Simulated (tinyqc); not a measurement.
Sheet resistance of a shallow doped layer with concentration-dependent mobility and limited activation. Anneal temperature at a frozen profile. Computed by tinyqc, a small Python program. Command: `OMP_NUM_THREADS=1 python tinyqc.py 3022832 3022833 out.jsonl irvin sweep`. One thread of a shared host (Intel(R) Xeon(R) Processor @ 2.30GHz), about 0.04 s of CPU time with the checks.

A layer of one dopant lies in a background of the opposite type. Current flows parallel to the surface down to the junction; depletion is ignored.

Inputs (values chosen for the exercise, modelled on antimony in silicon):
```
quantity                          value        unit
surface concentration C_s       6.6e+19      1/cm^3
length l                            4.3          nm
background C_B                  1.8e+16      1/cm^3
mobility floor mu_min              62.1  cm^2/(V s)
mobility mu_max                    1410  cm^2/(V s)
reference density N_r          9.65e+16      1/cm^3
exponent alpha                    0.716           -
prefactor of the active limit   3.7e+21      1/cm^3
energy of the active limit        0.556          eV
```

Profile: Gaussian.

Constants: k_B = 8.617333262e-05 eV/K; e = 1.602176634e-19 C.

Method:
- C(x) = C_s exp(-x^2/(2 l^2)).
- Temperatures in kelvin are T(C) + 273.15.
- Active limit C_a = prefactor x exp(-energy/(k_B T)); the junction lies where C = C_B, and the profile exceeds C_a down to x_a (zero if C_s is below C_a). Slope at the junction in nm per decade = ln(10) C/|dC/dx|.
- Active density N = min(C, C_a); carriers n = N - C_B; mobility mu = mu_min + (mu_max - mu_min)/(1 + ((N + C_B)/N_r)^alpha).
- Integrals from 0 to x_j, where C = C_B (Gauss-Legendre, 60 points on each smooth piece; 1 nm = 1e-7 cm): dose int C dx, carriers int n dx, mean mobility int n mu dx/int n dx, R_s = 1/(e int n mu dx).

One run for each value:
```
anneal temperature T (C)  sheet resistance R_s (ohm/square)  carriers per dopant atom  active limit C_a (1/cm^3)
650                                                    9019                    0.1144                  3.410e+18
700                                                    7541                    0.1563                  4.884e+18
800                                                    5476                    0.2636                  9.059e+18
850                                                    4746                    0.3282                  1.184e+19
900                                                    4158                    0.3990                  1.512e+19
950                                                    3682                    0.4749                  1.894e+19
1000                                                   3294                    0.5545                  2.330e+19
1050                                                   2978                    0.6361                  2.821e+19
1100                                                   2720                    0.7177                  3.369e+19
1150                                                   2512                    0.7969                  3.974e+19
```

Over the rows, sheet resistance R_s (ohm/square) falls from 9020 to 2510; carriers per dopant atom rises from 0.114 to 0.797; active limit C_a (1/cm^3) rises from 3.41e18 to 3.97e19. A hotter anneal raises the active limit, which stays below C_s in every row.

Caution (rows 650, 700, 800): the profile is steeper than the Debye length near the junction, so carriers spill over and deplete, and local neutrality can misjudge R_s by tens of per cent.
